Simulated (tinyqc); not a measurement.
Voltage drop against the factor on the load at the hot node.

A grid of 17 by 17 nodes with segments Rx (rows) and Ry (columns); every node draws I1 and the central node kh I1; pads with resistance Rp sit at the nodes whose row and column are multiples of the pitch, counting from 0. The drops u = Vdd - V follow from G u = i, with G the conductance matrix and i the load currents, solved directly. Here the pitch is 8.

Parameters, values chosen for the exercise:
- Vdd = 0.7 V (supply voltage)
- Rx = 1.8 ohm (resistance of a horizontal segment)
- Ry = 1.1 ohm (resistance of a vertical segment)
- Rp = 0.52 ohm (resistance from a pad node to the supply)
- I1 = 0.07 mA (load current of a node in the large grid)

Result of one run:
```
pads  worst drop (mV)  mean drop (mV)  largest drop at a pad (mV)  largest pad current (mA)  worst drop over Vdd (%)
9               3.804           3.277                       2.190                     4.212                   0.5435
```

Which factor on the load at the hot node kh gave this result: 2, 5, 20, 50 or 100?

kh = 20.

The whole series:
```
kh   pads  worst drop (mV)  mean drop (mV)  largest drop at a pad (mV)  largest pad current (mA)  worst drop over Vdd (%)
1       9            3.655           3.163                       1.734                     3.335                   0.5221
2       9            3.662           3.169                       1.758                     3.382                   0.5232
5       9            3.685           3.187                       1.830                     3.520                   0.5265
10      9            3.724           3.217                       1.950                     3.751                   0.5320
20      9            3.804           3.277                       2.190                     4.212                   0.5435
50      9            4.055           3.457                       2.910                     5.596                   0.5793
100     9            4.541           3.757                       4.109                     7.902                   0.6487
```

The worst drop rises from 3.65 to 4.54 mV and the mean drop rises from 3.16 to 3.76 mV. The central node is itself a pad. The drops are linear in the loads, so the mean grows by 0.00600 mV for each unit of kh in every row.

Computed by the program tinyqc: `OMP_NUM_THREADS=1 python tinyqc.py 2770197 2770198 out.jsonl`, one thread of a shared Intel Xeon 2.30GHz, about 0.1 s for the whole run.
